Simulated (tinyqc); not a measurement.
# Changing the substrate thickness t_S

Model: elastic strain and critical thickness of a cubic alloy layer A(1-x)B(x) on a thick substrate. Computed by tinyqc, a small Python program. Command: `OMP_NUM_THREADS=1 python tinyqc.py 3021261 3021262 out.jsonl misfit sweep`. One thread of a shared host (Intel(R) Xeon(R) Processor @ 2.30GHz), about 0.01 s of CPU time with the checks.

Strain is positive in tension. The layer is coherent with the substrate unless said otherwise.

Inputs (values chosen for the exercise, modelled on Si(1-x)Ge(x) on Si): fraction x of B = 0.6; lattice constant a_A = 5.431 angstrom; lattice constant a_B = 5.658 angstrom; substrate lattice constant a_S = 5.431 angstrom; layer thickness h = 97 nm; biaxial modulus of the substrate M_S = 188 GPa; wafer diameter W = 200 mm.

Growth plane: (001).

C11, C12, C44 of A (GPa): [163.5, 62.88, 80.08]

C11, C12, C44 of B (GPa): [130.9, 48.61, 67.02]

Method:
- a = (1 - x) a_A + x a_B, the same rule for each C_ij; misfit f = (a_S - a)/a, the in-plane strain of the coherent layer.
- (001): D = 2 C12/C11, M = C11 + C12 - 2 C12^2/C11. The free surface carries no normal stress, so e_perp = -D f; dV/V = 2 f + e_perp; stress = M f; energy per area = M f^2 h (1 GPa nm = 1 J/m^2).
- Stoney: curvature = 6 |stress| h/(M_S t_S^2); radius = 1/curvature; bow = curvature W^2/8.

One run for each value:
```
substrate thickness t_S (micrometre)  curvature (1/m)  radius of curvature (m)  bow (micrometre)
100                                             1.191                     0.84              5955
150                                             0.529                     1.89              2647
220                                             0.246                     4.06              1230
320                                             0.116                     8.60               582
460                                             0.056                    17.77               281
680                                             0.026                    38.82               129
1000                                            0.012                    83.96                60
```

Over the rows, curvature (1/m) falls from 1.19 to 0.0119 (exponent d ln y / d ln x about -2.0 throughout); radius of curvature (m) rises from 0.840 to 84.0 (exponent d ln y / d ln x about 2.0 throughout); bow (micrometre) falls from 5960 to 59.6 (exponent d ln y / d ln x about -2.0 throughout). The exponent of curvature stays at -2: the bending stiffness grows as t^3 and the lever arm as t.

Caution (all rows): above about 2 % misfit, linear elasticity is rough and compressed layers tend to form islands before dislocations. Caution (all rows): the curvature assumes a coherent layer, but h exceeds h_c. Caution (rows 100, 150, 220, 320, 460): a bow above a fifth of the wafer thickness is beyond Stoney's small-deflection limit.
